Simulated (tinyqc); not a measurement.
Rigid-ion and shell models of the dielectric response of an ionic crystal: one step, computed by the program tinyqc. Command: `OMP_NUM_THREADS=1 python tinyqc.py 3003153 3003154 out.jsonl shell walk`. One thread of a shared host (Intel(R) Xeon(R) Processor @ 2.30GHz), about 0.01 s of CPU time with the checks.

Charges +Z and -Z; 6 nearest neighbours, Madelung constant M = 1.747565, volume per ion pair Omega = 2.000000 d^3. Energy per pair U = -M Z^2 e2/d + 6 A exp(-d/rho), e2 = e^2/(4 pi eps_0). In the shell model the anion is a core of charge Y - Z and a massless shell of charge -Y, joined by the spring k; the repulsion acts on the shell. Each ion feels the Lorentz field E + (4 pi/3) P (Gaussian units).

Problem. Shell model: electronic response. Eliminating the shell gives the anion polarisability alpha_- = Y^2 e2/(k + R), the Szigeti charge Z_S = Z - Y R/(k + R) and the softened spring R' = k R/(k + R). With b = 4 pi (alpha_+ + alpha_-)/(3 Omega): eps_inf = (1 + 2b)/(1 - b) (Clausius-Mossotti); Born charge Z* = Z_S (eps_inf + 2)/3.

Inputs (values chosen for the exercise, for a model crystal):
```
quantity                       value           unit
ionic charge Z                     1              e
shell charge size Y             2.22              e
core-shell spring k             46.5  eV/angstrom^2
cation polarisability alpha_+    0.9     angstrom^3
```

Structure: rock salt.

repulsive spring R = 3.045602 eV/angstrom^2

volume Omega = 35.96946 angstrom^3

Constants: e^2/(4 pi eps_0) = 14.39964548 eV angstrom.

Give: anion polarisability alpha_-; Szigeti charge Z_S; softened spring R'; b; eps_inf; Born charge Z*.

Solution.

anion polarisability alpha_- = 1.432 angstrom^3

Szigeti charge Z_S = 0.8635 e

softened spring R' = 2.858 eV/angstrom^2

b = 0.2716

eps_inf = 2.119

Born charge Z* = 1.186 e

Overlap pushes the shell back and lowers the effective charge to 86 % of Z; the local field then raises the Born charge to 119 % of Z.
